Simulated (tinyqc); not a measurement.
Surface photovoltage measurement of the minority-carrier diffusion length in a wafer: one step, computed by the program tinyqc.

Low injection, steady light, a depletion layer much thinner than 1/alpha and L. The excess density dn is taken at the front edge of the neutral region; light that reaches the back is lost.

Question. The linear plot. alpha = (84.732/lambda - 76.417)^2 per cm with lambda in micrometre (an empirical fit for silicon between 0.7 and 1.05 micrometre). Thick wafer: dn = Phi L/((S_f + D/L)(L + 1/alpha)). Finite wafer, with s = S_b L/D, w = W/L, a = alpha L: dn = [Phi a/(a^2 - 1)] [a - B - exp(-alpha W)(a - s)/(cosh w + s sinh w)]/(S_f + B D/L), B = (sinh w + s cosh w)/(cosh w + s sinh w). Readings y = (Phi/dn) (1 + noise x g) at 780, 830, 880, 920, 950, 975 and 995 nm; a least-squares line y = c (1/alpha + L_app) gives L_app = intercept/slope.

Inputs (values chosen for the exercise, modelled on p-type silicon at room temperature): diffusion length L = 19 micrometre; wafer thickness W = 300 micrometre; diffusivity D = 28.2 cm^2/s; front recombination velocity S_f = 1800 cm/s; back recombination velocity S_b = 69000 cm/s; photon flux entering = 1.2e+12 1/(cm^2 s); relative noise of each reading = 0 %.

normal deviates g for the noise: [-0.06, -0.93, 0.62, -0.92, 0.15, -0.93, 0.50]

Give: the table «Readings» with the columns 1/alpha (micrometre), y (cm/s), line (cm/s), for lambda (nm) = 780, 830, 880, 920, 950, 975, 995; slope; apparent length L_app; error of L_app (rounded to 0.001).

Answer.

Readings:
```
lambda (nm)  1/alpha (micrometre)   y (cm/s)  line (cm/s)
780                           9.6  2.508e+04    2.508e+04
830                          15.2  2.993e+04    2.993e+04
880                          25.3  3.883e+04    3.883e+04
920                          40.7  5.225e+04    5.225e+04
950                          61.3  7.032e+04    7.032e+04
975                          90.9  9.628e+04    9.628e+04
995                         130.9  1.313e+05    1.313e+05
```

slope = 875.9 cm/(s micrometre)

apparent length L_app = 19.00 micrometre

error of L_app (rounded to 0.001) = 0 %

At W/L = 15.8 the finite thickness shifts L_app by less than 0.05 %. S_f scales all readings alike and leaves L_app unchanged.
